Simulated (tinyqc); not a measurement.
Inside a calculation (part 1 of 2). Method: UHF in the sto-3g basis, for H4, spin multiplicity 3. This run ends on a higher stationary point, not on the lowest solution. Computed by tinyqc, a small Python program that keeps every step (integrals from PySCF). Settings: charge = 0, multiplicity = 3, basis = sto-3g, energy threshold = 1e-09, iteration cap = 74, orthogonalisation = canonical, start = highest core orbitals, DIIS depth = 8, damping = 0.7, method = UHF. Command: `OMP_NUM_THREADS=1 python tinyqc.py 27667 27668 out.jsonl` (the two numbers bound the seeds that draw the settings). One thread of a shared host (Intel(R) Xeon(R) Processor @ 2.60GHz), about 0.1 s of CPU time with the checks. Later iterations appear only in the table of the cycle.

## One-electron integrals

Geometry (angstrom):
```
atom         x         y         z
H     0.000000  0.000000  0.000000
H     0.000000  0.000000  0.960000
H     0.000000  0.000000  2.467000
H     0.000000  0.000000  3.427000
```

Basis sto-3g: exponents (1/bohr^2) and contraction coefficients of normalised primitives:
```
element  l (shell)  exponent  coefficient
H            s (1)  3.425251     0.154329
H            s (1)  0.623914     0.535328
H            s (1)  0.168855     0.444635
```

Overlap, kinetic and nuclear-attraction integrals over the contracted functions; the nuclear repulsion is the sum of Za Zb / Rab.

nuclear repulsion = 2.03701740 hartree

overlap S, order 1H 1s, 2H 1s, 3H 1s, 4H 1s:
$$\begin{pmatrix}
1.000000 & 0.520351 & 0.052667 & 0.007115 \\
0.520351 & 1.000000 & 0.254223 & 0.052667 \\
0.052667 & 0.254223 & 1.000000 & 0.520351 \\
0.007115 & 0.052667 & 0.520351 & 1.000000
\end{pmatrix}$$

kinetic energy T (hartree), order 1H 1s, 2H 1s, 3H 1s, 4H 1s:
$$\begin{pmatrix}
0.760032 & 0.126827 & -0.010850 & -0.003504 \\
0.126827 & 0.760032 & 0.009052 & -0.010850 \\
-0.010850 & 0.009052 & 0.760032 & 0.126827 \\
-0.003504 & -0.010850 & 0.126827 & 0.760032
\end{pmatrix}$$

nuclear attraction V (hartree), order 1H 1s, 2H 1s, 3H 1s, 4H 1s:
$$\begin{pmatrix}
-2.126929 & -1.082264 & -0.097311 & -0.012591 \\
-1.082264 & -2.322282 & -0.491682 & -0.097311 \\
-0.097311 & -0.491682 & -2.322282 & -1.082264 \\
-0.012591 & -0.097311 & -1.082264 & -2.126929
\end{pmatrix}$$

core Hamiltonian H = T + V (hartree), order 1H 1s, 2H 1s, 3H 1s, 4H 1s:
$$\begin{pmatrix}
-1.366897 & -0.955437 & -0.108161 & -0.016095 \\
-0.955437 & -1.562250 & -0.482630 & -0.108161 \\
-0.108161 & -0.482630 & -1.562250 & -0.955437 \\
-0.016095 & -0.108161 & -0.955437 & -1.366897
\end{pmatrix}$$

## Two-electron integrals

Functions are numbered as in S; the eight-fold symmetry (ij|kl) = (ji|kl) = (kl|ij) leaves the list below.

Two-electron integrals (ij|kl) in chemists' order, unique and non-zero (hartree):
```
(11|11) 0.774606   (21|11) 0.328184   (21|21) 0.175167   (22|11) 0.491264
(22|21) 0.328184   (22|22) 0.774606   (31|11) 0.021836   (31|21) 0.013277
(31|22) 0.029245   (31|31) 0.001342   (32|11) 0.079784   (32|21) 0.054185
(32|22) 0.136039   (32|31) 0.006645   (32|32) 0.036626   (33|11) 0.214385
(33|21) 0.139420   (33|22) 0.344360   (33|31) 0.021836   (33|32) 0.136039
(33|33) 0.774606   (41|11) 0.002259   (41|21) 0.001454   (41|22) 0.003420
(41|31) 0.000169   (41|32) 0.000901   (41|33) 0.003420   (41|41) 0.000023
(42|11) 0.013244   (42|21) 0.008801   (42|22) 0.021836   (42|31) 0.001163
(42|32) 0.006645   (42|33) 0.029245   (42|41) 0.000169   (42|42) 0.001342
(43|11) 0.093917   (43|21) 0.058892   (43|22) 0.139420   (43|31) 0.008801
(43|32) 0.054185   (43|33) 0.328184   (43|41) 0.001454   (43|42) 0.013277
(43|43) 0.175167   (44|11) 0.154413   (44|21) 0.093917   (44|22) 0.214385
(44|31) 0.013244   (44|32) 0.079784   (44|33) 0.491264   (44|41) 0.002259
(44|42) 0.021836   (44|43) 0.328184   (44|44) 0.774606
```

## Orthogonalisation

S = U s U^T; canonical form X = U s^(-1/2), so that X^T S X = 1. Each column of U has its largest component positive (the first on a tie).

eigenvalues of S: [0.385602, 0.544482, 1.353059, 1.716856]

X, order 1H 1s, 2H 1s, 3H 1s, 4H 1s:
$$\begin{pmatrix}
-0.694794 & 0.745607 & 0.481622 & 0.339003 \\
0.902184 & -0.601975 & 0.370909 & 0.419889 \\
-0.902184 & -0.601975 & -0.370909 & 0.419889 \\
0.694794 & 0.745607 & -0.481622 & 0.339003
\end{pmatrix}$$

## Starting guess

The start is the highest orbitals of the core Hamiltonian (a deliberately bad start); D(s) = C_occ C_occ^T for each spin.

D(alpha) at the start, order 1H 1s, 2H 1s, 3H 1s, 4H 1s:
$$\begin{pmatrix}
1.346656 & -0.857774 & 0.038613 & -0.082740 \\
-0.857774 & 1.216963 & -0.686054 & 0.038613 \\
0.038613 & -0.686054 & 1.216963 & -0.857774 \\
-0.082740 & 0.038613 & -0.857774 & 1.346656
\end{pmatrix}$$

D(beta) at the start, order 1H 1s, 2H 1s, 3H 1s, 4H 1s:
$$\begin{pmatrix}
0.597847 & -0.630910 & 0.630910 & -0.597847 \\
-0.630910 & 0.665801 & -0.665801 & 0.630910 \\
0.630910 & -0.665801 & 0.665801 & -0.630910 \\
-0.597847 & 0.630910 & -0.630910 & 0.597847
\end{pmatrix}$$

## Iteration 1: building the Fock matrix

J_ij = sum D_kl (ij|kl) with D = D(alpha) + D(beta), K_ij = sum D_kl (ik|jl) for each spin; F = H + J - K(s); E = tr D H + tr D J / 2 - 0.5 sum_s tr D(s) K(s) + E_nn.

Coulomb J (hartree), order 1H 1s, 2H 1s, 3H 1s, 4H 1s:
$$\begin{pmatrix}
1.706488 & 0.885368 & 0.083808 & 0.010991 \\
0.885368 & 1.782590 & 0.417427 & 0.083808 \\
0.083808 & 0.417427 & 1.782590 & 0.885368 \\
0.010991 & 0.083808 & 0.885368 & 1.706488
\end{pmatrix}$$

exchange K(alpha) (hartree), order 1H 1s, 2H 1s, 3H 1s, 4H 1s:
$$\begin{pmatrix}
0.677867 & 0.221847 & -0.063785 & -0.044420 \\
0.221847 & 0.468276 & -0.031326 & -0.063785 \\
-0.063785 & -0.031326 & 0.468276 & 0.221847 \\
-0.044420 & -0.063785 & 0.221847 & 0.677867
\end{pmatrix}$$

exchange K(beta) (hartree), order 1H 1s, 2H 1s, 3H 1s, 4H 1s:
$$\begin{pmatrix}
0.175314 & -0.000437 & 0.018444 & -0.017719 \\
-0.000437 & 0.127402 & -0.013504 & 0.018444 \\
0.018444 & -0.013504 & 0.127402 & -0.000437 \\
-0.017719 & 0.018444 & -0.000437 & 0.175314
\end{pmatrix}$$

F(alpha) (hartree), order 1H 1s, 2H 1s, 3H 1s, 4H 1s:
$$\begin{pmatrix}
-0.338276 & -0.291916 & 0.039432 & 0.039316 \\
-0.291916 & -0.247935 & -0.033878 & 0.039432 \\
0.039432 & -0.033878 & -0.247935 & -0.291916 \\
0.039316 & 0.039432 & -0.291916 & -0.338276
\end{pmatrix}$$

F(beta) (hartree), order 1H 1s, 2H 1s, 3H 1s, 4H 1s:
$$\begin{pmatrix}
0.164277 & -0.069632 & -0.042797 & 0.012614 \\
-0.069632 & 0.092939 & -0.051699 & -0.042797 \\
-0.042797 & -0.051699 & 0.092939 & -0.069632 \\
0.012614 & -0.042797 & -0.069632 & 0.164277
\end{pmatrix}$$

total energy of this density = -0.21162052 hartree

This density is the starting one.

## Iteration 1: diagonalisation and new density

Diagonalise F' = X^T F X, C = X C', fill 3 alpha and 1 beta electrons from the bottom; D(s) = C_occ C_occ^T; the new density keeps 0.7 of the old one (damping). Each column has its largest component positive (the first on a tie).

F' = X^T F X (alpha) (hartree):
$$\begin{pmatrix}
0.117783 & 0.000000 & -0.007722 & 0.000000 \\
0.000000 & -0.083349 & 0.000000 & -0.063710 \\
-0.007722 & 0.000000 & -0.470834 & 0.000000 \\
0.000000 & -0.063710 & 0.000000 & -0.311844
\end{pmatrix}$$

orbital energies (alpha) (hartree): MO1 -0.470935, MO2 -0.328407, MO3 -0.066786, MO4 0.117884

coefficients C (alpha), order 1H 1s, 2H 1s, 3H 1s, 4H 1s:
$$\begin{pmatrix}
0.472468 & 0.515702 & -0.636320 & -0.701051 \\
0.382710 & 0.254914 & 0.688258 & 0.897241 \\
-0.382710 & 0.254914 & 0.688258 & -0.897241 \\
-0.472468 & 0.515702 & -0.636320 & 0.701051
\end{pmatrix}$$

F' = X^T F X (beta) (hartree):
$$\begin{pmatrix}
0.449162 & 0.000000 & -0.014190 & 0.000000 \\
0.000000 & 0.428415 & 0.000000 & 0.044066 \\
-0.014190 & 0.000000 & 0.090981 & 0.000000 \\
0.000000 & 0.044066 & 0.000000 & -0.008815
\end{pmatrix}$$

orbital energies (beta) (hartree): MO1 -0.013212, MO2 0.090420, MO3 0.432812, MO4 0.449723

coefficients C (beta), order 1H 1s, 2H 1s, 3H 1s, 4H 1s:
$$\begin{pmatrix}
0.263298 & 0.453785 & 0.775582 & -0.713287 \\
0.477583 & 0.406277 & -0.557311 & 0.886819 \\
0.477583 & -0.406277 & -0.557311 & -0.886819 \\
0.263298 & -0.453785 & 0.775582 & 0.713287
\end{pmatrix}$$

D(alpha) after iteration 1, order 1H 1s, 2H 1s, 3H 1s, 4H 1s:
$$\begin{pmatrix}
1.210883 & -0.638144 & -0.119164 & 0.076370 \\
-0.638144 & 1.057418 & -0.362574 & -0.119164 \\
-0.119164 & -0.362574 & 1.057418 & -0.638144 \\
0.076370 & -0.119164 & -0.638144 & 1.210883
\end{pmatrix}$$

D(beta) after iteration 1, order 1H 1s, 2H 1s, 3H 1s, 4H 1s:
$$\begin{pmatrix}
0.439291 & -0.403913 & 0.479361 & -0.397695 \\
-0.403913 & 0.534486 & -0.397635 & 0.479361 \\
0.479361 & -0.397635 & 0.534486 & -0.403913 \\
-0.397695 & 0.479361 & -0.403913 & 0.439291
\end{pmatrix}$$

## Iteration 2: building the Fock matrix

As before.

Coulomb J (hartree), order 1H 1s, 2H 1s, 3H 1s, 4H 1s:
$$\begin{pmatrix}
1.679177 & 0.885701 & 0.084782 & 0.011143 \\
0.885701 & 1.798954 & 0.423891 & 0.084782 \\
0.084782 & 0.423891 & 1.798954 & 0.885701 \\
0.011143 & 0.084782 & 0.885701 & 1.679177
\end{pmatrix}$$

exchange K(alpha) (hartree), order 1H 1s, 2H 1s, 3H 1s, 4H 1s:
$$\begin{pmatrix}
0.690723 & 0.283382 & -0.037204 & -0.027076 \\
0.283382 & 0.528784 & 0.045013 & -0.037204 \\
-0.037204 & 0.045013 & 0.528784 & 0.283382 \\
-0.027076 & -0.037204 & 0.283382 & 0.690723
\end{pmatrix}$$

exchange K(beta) (hartree), order 1H 1s, 2H 1s, 3H 1s, 4H 1s:
$$\begin{pmatrix}
0.179350 & 0.064638 & 0.044914 & 0.004424 \\
0.064638 & 0.198342 & 0.054350 & 0.044914 \\
0.044914 & 0.054350 & 0.198342 & 0.064638 \\
0.004424 & 0.044914 & 0.064638 & 0.179350
\end{pmatrix}$$

F(alpha) (hartree), order 1H 1s, 2H 1s, 3H 1s, 4H 1s:
$$\begin{pmatrix}
-0.378443 & -0.353118 & 0.013826 & 0.022124 \\
-0.353118 & -0.292079 & -0.103752 & 0.013826 \\
0.013826 & -0.103752 & -0.292079 & -0.353118 \\
0.022124 & 0.013826 & -0.353118 & -0.378443
\end{pmatrix}$$

F(beta) (hartree), order 1H 1s, 2H 1s, 3H 1s, 4H 1s:
$$\begin{pmatrix}
0.132930 & -0.134374 & -0.068292 & -0.009377 \\
-0.134374 & 0.038362 & -0.113089 & -0.068292 \\
-0.068292 & -0.113089 & 0.038362 & -0.134374 \\
-0.009377 & -0.068292 & -0.134374 & 0.132930
\end{pmatrix}$$

total energy of this density = -0.52989524 hartree

This density is a damped mixture and is not idempotent.

## Iteration 2: DIIS over 2 matrices

error matrix X^T (FDS - SDF) X (alpha):
$$\begin{pmatrix}
0.000000 & 0.000000 & 0.006544 & 0.000000 \\
0.000000 & 0.000000 & 0.000000 & 0.078081 \\
-0.006544 & 0.000000 & 0.000000 & 0.000000 \\
0.000000 & -0.078081 & 0.000000 & 0.000000
\end{pmatrix}$$

B (overlaps of the stored error matrices):
$$\begin{pmatrix}
2.5850554e-02 & 2.1249833e-02 \\
2.1249833e-02 & 1.7739141e-02
\end{pmatrix}$$

Minimise |sum c_i e_i|^2 with sum c_i = 1: solve [B -1; -1 0][c; lambda] = [0; -1] with B_ij = tr e_i^T e_j summed over both spins, and take F = sum c_i F_i.

DIIS coefficients: [-3.220731, 4.220731]

extrapolated F(alpha) (hartree), order 1H 1s, 2H 1s, 3H 1s, 4H 1s:
$$\begin{pmatrix}
-0.507811 & -0.550233 & -0.068645 & -0.033247 \\
-0.550233 & -0.434256 & -0.328799 & -0.068645 \\
-0.068645 & -0.328799 & -0.434256 & -0.550233 \\
-0.033247 & -0.068645 & -0.550233 & -0.507811
\end{pmatrix}$$

extrapolated F(beta) (hartree), order 1H 1s, 2H 1s, 3H 1s, 4H 1s:
$$\begin{pmatrix}
0.031971 & -0.342893 & -0.150406 & -0.080204 \\
-0.342893 & -0.137415 & -0.310809 & -0.150406 \\
-0.150406 & -0.310809 & -0.137415 & -0.342893 \\
-0.080204 & -0.150406 & -0.342893 & 0.031971
\end{pmatrix}$$

## Iteration 2: diagonalisation and new density

As before.

F' = X^T F X (alpha) (hartree):
$$\begin{pmatrix}
0.577648 & 0.000000 & 0.076732 & 0.000000 \\
0.000000 & -0.043501 & 0.000000 & -0.022692 \\
0.076732 & 0.000000 & -0.593295 & 0.000000 \\
0.000000 & -0.022692 & 0.000000 & -0.745798
\end{pmatrix}$$

orbital energies (alpha) (hartree): MO1 -0.746530, MO2 -0.598302, MO3 -0.042768, MO4 0.582655

coefficients C (alpha), order 1H 1s, 2H 1s, 3H 1s, 4H 1s:
$$\begin{pmatrix}
0.362880 & 0.525840 & 0.734282 & -0.661960 \\
0.400251 & 0.311378 & -0.615208 & 0.924420 \\
0.400251 & -0.311378 & -0.615208 & -0.924420 \\
0.362880 & -0.525840 & 0.734282 & 0.661960
\end{pmatrix}$$

F' = X^T F X (beta) (hartree):
$$\begin{pmatrix}
0.873190 & 0.000000 & -0.027094 & 0.000000 \\
0.000000 & 0.507164 & 0.000000 & 0.094665 \\
-0.027094 & 0.000000 & -0.037793 & 0.000000 \\
0.000000 & 0.094665 & 0.000000 & -0.450008
\end{pmatrix}$$

orbital energies (beta) (hartree): MO1 -0.459281, MO2 -0.038598, MO3 0.516437, MO4 0.873995

coefficients C (beta), order 1H 1s, 2H 1s, 3H 1s, 4H 1s:
$$\begin{pmatrix}
0.264702 & 0.460772 & 0.775104 & -0.708793 \\
0.476573 & 0.397542 & -0.558174 & 0.890769 \\
0.476573 & -0.397542 & -0.558174 & -0.890769 \\
0.264702 & -0.460772 & 0.775104 & 0.708793
\end{pmatrix}$$

D(alpha) after iteration 2, order 1H 1s, 2H 1s, 3H 1s, 4H 1s:
$$\begin{pmatrix}
1.131826 & -0.489529 & -0.224483 & 0.171763 \\
-0.489529 & 0.930884 & -0.121284 & -0.224483 \\
-0.224483 & -0.121284 & 0.930884 & -0.489529 \\
0.171763 & -0.224483 & -0.489529 & 1.131826
\end{pmatrix}$$

D(beta) after iteration 2, order 1H 1s, 2H 1s, 3H 1s, 4H 1s:
$$\begin{pmatrix}
0.328524 & -0.244894 & 0.373398 & -0.257367 \\
-0.244894 & 0.442277 & -0.210208 & 0.373398 \\
0.373398 & -0.210208 & 0.442277 & -0.244894 \\
-0.257367 & 0.373398 & -0.244894 & 0.328524
\end{pmatrix}$$

## Iteration 3: building the Fock matrix

As before.

Coulomb J (hartree), order 1H 1s, 2H 1s, 3H 1s, 4H 1s:
$$\begin{pmatrix}
1.662828 & 0.885116 & 0.085253 & 0.011219 \\
0.885116 & 1.804613 & 0.426975 & 0.085253 \\
0.085253 & 0.426975 & 1.804613 & 0.885116 \\
0.011219 & 0.085253 & 0.885116 & 1.662828
\end{pmatrix}$$

exchange K(alpha) (hartree), order 1H 1s, 2H 1s, 3H 1s, 4H 1s:
$$\begin{pmatrix}
0.706678 & 0.324850 & -0.017817 & -0.015888 \\
0.324850 & 0.563018 & 0.100174 & -0.017817 \\
-0.017817 & 0.100174 & 0.563018 & 0.324850 \\
-0.015888 & -0.017817 & 0.324850 & 0.706678
\end{pmatrix}$$

exchange K(beta) (hartree), order 1H 1s, 2H 1s, 3H 1s, 4H 1s:
$$\begin{pmatrix}
0.182375 & 0.110240 & 0.063451 & 0.019963 \\
0.110240 & 0.247830 & 0.101734 & 0.063451 \\
0.063451 & 0.101734 & 0.247830 & 0.110240 \\
0.019963 & 0.063451 & 0.110240 & 0.182375
\end{pmatrix}$$

F(alpha) (hartree), order 1H 1s, 2H 1s, 3H 1s, 4H 1s:
$$\begin{pmatrix}
-0.410748 & -0.395170 & -0.005091 & 0.011011 \\
-0.395170 & -0.320656 & -0.155829 & -0.005091 \\
-0.005091 & -0.155829 & -0.320656 & -0.395170 \\
0.011011 & -0.005091 & -0.395170 & -0.410748
\end{pmatrix}$$

F(beta) (hartree), order 1H 1s, 2H 1s, 3H 1s, 4H 1s:
$$\begin{pmatrix}
0.113555 & -0.180561 & -0.086359 & -0.024840 \\
-0.180561 & -0.005468 & -0.157388 & -0.086359 \\
-0.086359 & -0.157388 & -0.005468 & -0.180561 \\
-0.024840 & -0.086359 & -0.180561 & 0.113555
\end{pmatrix}$$

total energy of this density = -0.82691906 hartree

This density is a damped mixture and is not idempotent.

## Iteration 3: DIIS over 3 matrices

error matrix X^T (FDS - SDF) X (alpha):
$$\begin{pmatrix}
0.000000 & 0.000000 & 0.003496 & 0.000000 \\
0.000000 & 0.000000 & 0.000000 & 0.058798 \\
-0.003496 & 0.000000 & 0.000000 & 0.000000 \\
0.000000 & -0.058798 & 0.000000 & 0.000000
\end{pmatrix}$$

B (overlaps of the stored error matrices):
$$\begin{pmatrix}
2.5850554e-02 & 2.1249833e-02 & 1.6230259e-02 \\
2.1249833e-02 & 1.7739141e-02 & 1.3563164e-02 \\
1.6230259e-02 & 1.3563164e-02 & 1.0391335e-02
\end{pmatrix}$$

As before.

DIIS coefficients: [-0.006319, -3.147094, 4.153413]

extrapolated F(alpha) (hartree), order 1H 1s, 2H 1s, 3H 1s, 4H 1s:
$$\begin{pmatrix}
-0.512873 & -0.528166 & -0.064906 & -0.024140 \\
-0.528166 & -0.411048 & -0.320490 & -0.064906 \\
-0.064906 & -0.320490 & -0.411048 & -0.528166 \\
-0.024140 & -0.064906 & -0.528166 & -0.512873
\end{pmatrix}$$

extrapolated F(beta) (hartree), order 1H 1s, 2H 1s, 3H 1s, 4H 1s:
$$\begin{pmatrix}
0.052262 & -0.326616 & -0.143490 & -0.073741 \\
-0.326616 & -0.144025 & -0.297470 & -0.143490 \\
-0.143490 & -0.297470 & -0.144025 & -0.326616 \\
-0.073741 & -0.143490 & -0.326616 & 0.052262
\end{pmatrix}$$

## Iteration 3: diagonalisation and new density

As before.

F' = X^T F X (alpha) (hartree):
$$\begin{pmatrix}
0.542268 & 0.000000 & 0.102666 & 0.000000 \\
0.000000 & -0.062492 & 0.000000 & -0.030954 \\
0.102666 & 0.000000 & -0.582672 & 0.000000 \\
0.000000 & -0.030954 & 0.000000 & -0.719061
\end{pmatrix}$$

orbital energies (alpha) (hartree): MO1 -0.720517, MO2 -0.591965, MO3 -0.061036, MO4 0.551560

coefficients C (alpha), order 1H 1s, 2H 1s, 3H 1s, 4H 1s:
$$\begin{pmatrix}
0.373664 & 0.542295 & 0.728854 & -0.648548 \\
0.391139 & 0.288069 & -0.621040 & 0.931947 \\
0.391139 & -0.288069 & -0.621040 & -0.931947 \\
0.373664 & -0.542295 & 0.728854 & 0.648548
\end{pmatrix}$$

F' = X^T F X (beta) (hartree):
$$\begin{pmatrix}
0.830599 & 0.000000 & -0.046389 & 0.000000 \\
0.000000 & 0.500148 & 0.000000 & 0.109845 \\
-0.046389 & 0.000000 & -0.030178 & 0.000000 \\
0.000000 & 0.109845 & 0.000000 & -0.428280
\end{pmatrix}$$

orbital energies (beta) (hartree): MO1 -0.441099, MO2 -0.032671, MO3 0.512967, MO4 0.833092

coefficients C (beta), order 1H 1s, 2H 1s, 3H 1s, 4H 1s:
$$\begin{pmatrix}
0.250291 & 0.443646 & 0.779876 & -0.719637 \\
0.486837 & 0.418785 & -0.549246 & 0.880981 \\
0.486837 & -0.418785 & -0.549246 & -0.880981 \\
0.250291 & -0.443646 & 0.779876 & 0.719637
\end{pmatrix}$$

D(alpha) after iteration 3, order 1H 1s, 2H 1s, 3H 1s, 4H 1s:
$$\begin{pmatrix}
1.081759 & -0.387752 & -0.295952 & 0.233265 \\
-0.387752 & 0.838118 & 0.051810 & -0.295952 \\
-0.295952 & 0.051810 & 0.838118 & -0.387752 \\
0.233265 & -0.295952 & -0.387752 & 1.081759
\end{pmatrix}$$

D(beta) after iteration 3, order 1H 1s, 2H 1s, 3H 1s, 4H 1s:
$$\begin{pmatrix}
0.248760 & -0.134871 & 0.297934 & -0.161363 \\
-0.134871 & 0.380697 & -0.076043 & 0.297934 \\
0.297934 & -0.076043 & 0.380697 & -0.134871 \\
-0.161363 & 0.297934 & -0.134871 & 0.248760
\end{pmatrix}$$

## Iteration 4: building the Fock matrix

As before.

Coulomb J (hartree), order 1H 1s, 2H 1s, 3H 1s, 4H 1s:
$$\begin{pmatrix}
1.651532 & 0.884556 & 0.085568 & 0.011270 \\
0.884556 & 1.808032 & 0.429055 & 0.085568 \\
0.085568 & 0.429055 & 1.808032 & 0.884556 \\
0.011270 & 0.085568 & 0.884556 & 1.651532
\end{pmatrix}$$

exchange K(alpha) (hartree), order 1H 1s, 2H 1s, 3H 1s, 4H 1s:
$$\begin{pmatrix}
0.719903 & 0.353207 & -0.003941 & -0.008310 \\
0.353207 & 0.584393 & 0.139349 & -0.003941 \\
-0.003941 & 0.139349 & 0.584393 & 0.353207 \\
-0.008310 & -0.003941 & 0.353207 & 0.719903
\end{pmatrix}$$

exchange K(beta) (hartree), order 1H 1s, 2H 1s, 3H 1s, 4H 1s:
$$\begin{pmatrix}
0.182452 & 0.141640 & 0.076333 & 0.030437 \\
0.141640 & 0.284193 & 0.136055 & 0.076333 \\
0.076333 & 0.136055 & 0.284193 & 0.141640 \\
0.030437 & 0.076333 & 0.141640 & 0.182452
\end{pmatrix}$$

F(alpha) (hartree), order 1H 1s, 2H 1s, 3H 1s, 4H 1s:
$$\begin{pmatrix}
-0.435269 & -0.424087 & -0.018652 & 0.003485 \\
-0.424087 & -0.338612 & -0.192924 & -0.018652 \\
-0.018652 & -0.192924 & -0.338612 & -0.424087 \\
0.003485 & -0.018652 & -0.424087 & -0.435269
\end{pmatrix}$$

F(beta) (hartree), order 1H 1s, 2H 1s, 3H 1s, 4H 1s:
$$\begin{pmatrix}
0.102182 & -0.212520 & -0.098926 & -0.035262 \\
-0.212520 & -0.038411 & -0.189629 & -0.098926 \\
-0.098926 & -0.189629 & -0.038411 & -0.212520 \\
-0.035262 & -0.098926 & -0.212520 & 0.102182
\end{pmatrix}$$

total energy of this density = -1.07161305 hartree

This density is a damped mixture and is not idempotent.

## Iteration 4: DIIS over 4 matrices

error matrix X^T (FDS - SDF) X (alpha):
$$\begin{pmatrix}
0.000000 & 0.000000 & -0.000050 & 0.000000 \\
0.000000 & 0.000000 & 0.000000 & 0.043583 \\
0.000050 & 0.000000 & 0.000000 & 0.000000 \\
0.000000 & -0.043583 & 0.000000 & 0.000000
\end{pmatrix}$$

B (overlaps of the stored error matrices):
$$\begin{pmatrix}
2.5850554e-02 & 2.1249833e-02 & 1.6230259e-02 & 1.2034400e-02 \\
2.1249833e-02 & 1.7739141e-02 & 1.3563164e-02 & 1.0022550e-02 \\
1.6230259e-02 & 1.3563164e-02 & 1.0391335e-02 & 7.6922482e-03 \\
1.2034400e-02 & 1.0022550e-02 & 7.6922482e-03 & 5.7110518e-03
\end{pmatrix}$$

As before.

DIIS coefficients: [-1.000288, 4.822195, -10.148774, 7.326867]

extrapolated F(alpha) (hartree), order 1H 1s, 2H 1s, 3H 1s, 4H 1s:
$$\begin{pmatrix}
-0.507121 & -0.507539 & -0.057765 & -0.018859 \\
-0.507539 & -0.387157 & -0.298482 & -0.057765 \\
-0.057765 & -0.298482 & -0.387157 & -0.507539 \\
-0.018859 & -0.057765 & -0.507539 & -0.507121
\end{pmatrix}$$

extrapolated F(beta) (hartree), order 1H 1s, 2H 1s, 3H 1s, 4H 1s:
$$\begin{pmatrix}
0.072914 & -0.302964 & -0.134894 & -0.064100 \\
-0.302964 & -0.133923 & -0.285714 & -0.134894 \\
-0.134894 & -0.285714 & -0.133923 & -0.302964 \\
-0.064100 & -0.134894 & -0.302964 & 0.072914
\end{pmatrix}$$
